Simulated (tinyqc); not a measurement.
# Surface potential of a MOS transistor: implicit equation and explicit approximations, step by step

Program tinyqc, `OMP_NUM_THREADS=1 python tinyqc.py 2122084 2122085 out.jsonl`; Intel Xeon 2.30GHz, shared host, one thread, about 0.01 s. Printed values are rounded.

p-type body, charge-sheet picture, depletion and inversion only, full ionisation (an idealisation for deep acceptors), Boltzmann statistics (rough once Na exp(x - xn) passes about Nc/7). In units of Vt: xg = (Vg - Vfb)/Vt, x = psi/Vt, G = gamma/sqrt(Vt), xn = (2 phiF + Vc)/Vt. The implicit equation is (xg - x)^2 = G^2 [x - 1 + exp(x - xn)] for x above about 3. Cox = eps0 eox/tox.

Inputs (values chosen for the exercise); band and dielectric values close to those of germanium:

| symbol | value | unit | meaning |
|---|---|---|---|
| T | 250 | K | temperature |
| Eg | 0.659 | eV | band gap |
| eps_r | 16.2 |  | relative permittivity |
| Nc | 7.99e18 | cm^-3 | conduction-band density of states at T |
| Nv | 4.63e18 | cm^-3 | valence-band density of states at T |
| eox | 3.9 |  | relative permittivity of the gate insulator (close to silicon dioxide) |
| tox | 21 | nm | insulator thickness |
| Na | 4.9e17 | cm^-3 | acceptor density |
| Vfb | -0.44 | V | flat-band voltage |
| Vc | 0 | V | channel-body voltage |
| Vg | 2.62 | V | gate-body voltage |

Constants: q = 1.602176634e-19 C, kB = 1.380649e-23 J/K, Vt = kB T/q, eps0 = 8.8541878128e-14 F/cm where lengths are in cm. Results are converted to the units shown.

Range of the model: The electron quasi-Fermi level lies less than 2 Vt below the band edge at the surface, or above it, where degeneracy and confinement, left out, matter.

## Scales

ni = sqrt(Nc Nv) exp(-Eg/(2 Vt)), Eg in volts; phiF = Vt ln(Na/ni); gamma = sqrt(2 q eps0 eps_r Na)/Cox; VT = Vfb + Vt (xn + G sqrt(xn - 1)).

phiF = 0.2752383 V
gamma = 2.886065 V^0.5
G = 19.66299
xn = 25.55206
VT = 2.209448 V
xg = 142.0393

## Explicit approximation

Depletion value a = 1 + [sqrt(G^2/4 + xg - 1) - G/2]^2; inversion value b = xn + ln[(xg - xn)^2/G^2 - xn + 1] and first guess y = min(a, b) - ln(1 + exp(-|a - b|)) if a > xn + 1, else b = y = a; one second-order correction with D = exp(y - xn), p = 2 (xg - y) + G^2 (1 + D), w = (xg - y)^2 - G^2 (y - 1 + D): z = y + 2 w/(p + sqrt(p^2 - 2 (2 - G^2 D) w)), or the Newton step z = y + w/p where the root is not real.

a = 32.20283
b = 27.90761
y = 27.89407
p = 4636.725
w = -1390.810
z = 27.53967

The root of the implicit equation is x = 27.5476; y misses it by 0.35 and z by -0.0079, in units of Vt.

## Starting value

x = a rounded to two decimals.

x at the start = 32.2

## Iteration 1: new x

D = exp(x - xn), f = (xg - x)^2 - G^2 (x - 1 + D), f' = -2 (xg - x) - G^2 (1 + D), x(new) = x - f/f'.

D = 771.1922
f = -2.981669e5
f' = -2.987749e5
x after iteration 1 = 31.20204

## Iteration 2: new x

As before.

D = 284.2837
f = -1.093058e5
f' = -1.105218e5
x after iteration 2 = 30.21304

## Iteration 3: new x

As before.

D = 105.7392
f = -39671.92
f' = -41492.59
x after iteration 3 = 29.25692

## Course of the iteration

Stop when the step is below 1e-11, or after 60 iterations.

Course of the iteration:
```
iteration  x before the step      step
1                       32.2    -0.998
2                   31.20204    -0.989
3                   30.21304    -0.956
4                   29.25692    -0.853
5                   28.40435    -0.599
6                   27.80518    -0.231
7                   27.57372   -0.0258
8                   27.54789  -2.79e-4
9                   27.54761  -3.20e-8
10                  27.54761         0
```

Converged in 10 iterations. In 3 iterations the step is within 5 % of -1, the mark of an exponential that dominates f.

## Potential, charges and gate control

converged x = 27.54761

psi = Vt x; N_dep = Cox Vt G sqrt(x - 1)/q; N_inv = (Cox Vt G/q) [sqrt(x - 1 + exp(x - xn)) - sqrt(x - 1)]; dpsi/dVg = 1/[1 + G^2 (1 + exp(x - xn))/(2 (xg - x))].

psi = 0.5934673 V
N_dep = 2.240056e12 cm^-2
N_inv = 2.9140e11 cm^-2
dpsi/dVg = 0.06618446

psi lies 2.0 Vt above 2 phiF + Vc.
